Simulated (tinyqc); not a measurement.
# Electron mobility in a silicon inversion layer, empirical terms and Matthiessen rule: two studies

Inversion layer of sheet density Ns on a uniformly doped body. The mobility terms are empirical power laws with prefactors chosen for the exercise; adding their inverses (Matthiessen) is itself an approximation.

Values chosen for this exercise; material values close to those of silicon:
- T = 250 K (temperature)
- Eg = 1.13 eV (band gap)
- eps_r = 11.7 (relative permittivity of the semiconductor)
- Nc = 2.15e19 cm^-3 (conduction-band density of states at T)
- Nv = 2.05e19 cm^-3 (valence-band density of states at T)
- Nb = 4e17 cm^-3 (body doping)
- Vsb = 0.3 V (reverse body bias)
- eta = 0.5 (weight of the inversion charge in the effective field)
- Ap = 413 cm^2/(V s) (phonon-limited mobility at 1 MV/cm and 300 K)
- As = 1010 cm^2/(V s) (roughness-limited mobility at 1 MV/cm)
- gs = 2 (exponent of the roughness term)
- Ac = 1500 cm^2/(V s) (Coulomb prefactor)
- Nit = 4.7e10 cm^-2 (charge at the interface)
- Ns = 1.4e12 cm^-2 (inversion density)

Constants: q = 1.602176634e-19 C, kB = 1.380649e-23 J/K, Vt = kB T/q, eps0 = 8.8541878128e-14 F/cm where lengths are in cm. Results are converted to the units shown.

Each table varies one quantity; the others keep the values above.

## Effect of the inversion density

ni = sqrt(Nc Nv) exp(-Eg/(2 Vt)), Eg in volts; Ndep = sqrt(2 eps0 eps_r Nb (2 Vt ln(Nb/ni) + Vsb)/q); E = q (Ndep + eta Ns)/(eps0 eps_r), in MV/cm. With t = T/(300 K): muC = Ac (Ns/1e12 cm^-2) t/(Nb/1e17 cm^-3 + Nit/1e11 cm^-2), muP = Ap E^(-1/3) t^(-1.75), muS = As E^(-gs); 1/mu is the sum of the inverses.

Effect of the inversion density:
```
Ns (cm^-2)	E (MV/cm)	muC (cm^2/(V s))	muP (cm^2/(V s))	muS (cm^2/(V s))	mu (cm^2/(V s))
2e11	0.4102	55.93	764.7	6002	51.67
3.6e11	0.4226	100.7	757.2	5656	87.48
6.3e11	0.4435	176.2	745.1	5136	138.6
1.1e12	0.4798	307.6	725.8	4387	205.9
2e12	0.5494	559.3	693.8	3346	283.4
3.6e12	0.6731	1007	648.4	2229	335.1
6.3e12	0.8819	1762	592.5	1299	330.5
1.1e13	1.245	3076	528.1	651.2	266.4
2e13	1.941	5593	455.5	268.0	163.8
```

As Ns goes from 2e11 to 2e13 cm^-2, E rises from 0.410 to 1.94 MV/cm and mu goes from 51.7 through a maximum of 335 (at Ns = 3.6e12 cm^-2 among the rows listed) to 164 cm^2/(V s). The smallest term is the Coulomb one in the first row and the roughness one in the last. Screening lifts the Coulomb term as Ns grows while the field presses the carriers to the interface, hence the maximum. At Ns = 2e13 cm^-2 E passes 1.5 MV/cm, beyond the usual range of such laws.

## Effect of the body doping

Same model as above.

Results:
```
Nb (cm^-3)	E (MV/cm)	muC (cm^2/(V s))	muP (cm^2/(V s))	muS (cm^2/(V s))	mu (cm^2/(V s))
2e16	0.1919	2612	985.2	2.743e4	697.2
4.4e16	0.2341	1923	921.9	1.842e4	602.8
2.1e17	0.3911	680.9	777.0	6603	344.0
4.7e17	0.5373	338.5	698.9	3498	214.1
1e18	0.7421	167.1	627.6	1834	123.1
2.3e18	1.083	74.56	553.4	861.6	61.05
5e18	1.563	34.67	489.6	413.5	30.03
```

Estimate the missing row, Nb = 9.7e16 cm^-3.

Computed row:
```
Nb (cm^-3)	E (MV/cm)	muC (cm^2/(V s))	muP (cm^2/(V s))	muS (cm^2/(V s))	mu (cm^2/(V s))
9.7e16	0.2979	1215	850.8	1.138e4	479.4
```

With this row back in the table: As Nb goes from 2e16 to 5e18 cm^-3, E rises from 0.192 to 1.56 MV/cm and mu falls from 697 to 30.0 cm^2/(V s). The smallest term is the phonon one in the first row and the Coulomb one in the last. At Nb = 5e18 cm^-3 E passes 1.5 MV/cm, beyond the usual range of such laws.

Program tinyqc, `OMP_NUM_THREADS=1 python tinyqc.py 2510036 2510037 out.jsonl`; Intel Xeon 2.30GHz, shared host, one thread, about 0.01 s.
